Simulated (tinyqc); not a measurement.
Velocity overshoot from momentum and energy balance equations after a field step: one step, computed by the program tinyqc. Command: `OMP_NUM_THREADS=1 python tinyqc.py 3029746 3029747 out.jsonl overshoot walk`. One thread of a shared host (Intel(R) Xeon(R) Processor @ 2.30GHz), about 0.03 s of CPU time with the checks.

At t = 0 the field jumps from 0 to F in a uniform sample. v is the drift velocity and u = w - (3/2) k_B T the excess energy per carrier.

Question. First four steps. dv/dt = e F/m - v/tau_m(u), du/dt = e F v - u/tau_E, tau_m(u) = tau_0/(1 + c u), tau_0 = m mu_0/e, c = mu_0/(e tau_E v_s^2); this choice gives the steady state v (1 + mu_0 F v/v_s^2) = mu_0 F, which saturates at v_s. Step: v_new = v + dt (e F/m - v/tau_m(u)), u_new = u + dt (e F v - u/tau_E). Start v = u = 0; the distance adds dt (v + v_new)/2.

Inputs (values chosen for the exercise, modelled on electrons in 4H-SiC except for tau_E):
```
quantity                      value   unit
energy relaxation time tau_E   0.69     ps
field after the step F           66  kV/cm
lattice temperature T           300      K
time step dt                    3.3     fs
```

Scheme: explicit Euler.

c = 3.693444 1/eV

tau_0 = 188.3081 fs

acceleration e F/m = 0.03224503 1e7 cm/s per fs

Give: Steps.

Answer.

Steps:
```
step  t (fs)  v (1e7 cm/s)    u (eV)  tau_m (fs)
1        3.3        0.1064  0.000000       188.3
2        6.6        0.2110  0.000232       188.1
3        9.9        0.3137  0.000690       187.8
4       13.2        0.4146  0.001370       187.4
```

After the first step u is still 0, below the drift energy m v^2/2, because the explicit scheme uses the old v: an error of the finite time step. Caution: the excess energy exceeds 0.5 eV, where non-parabolicity, upper valleys and impact ionisation matter.
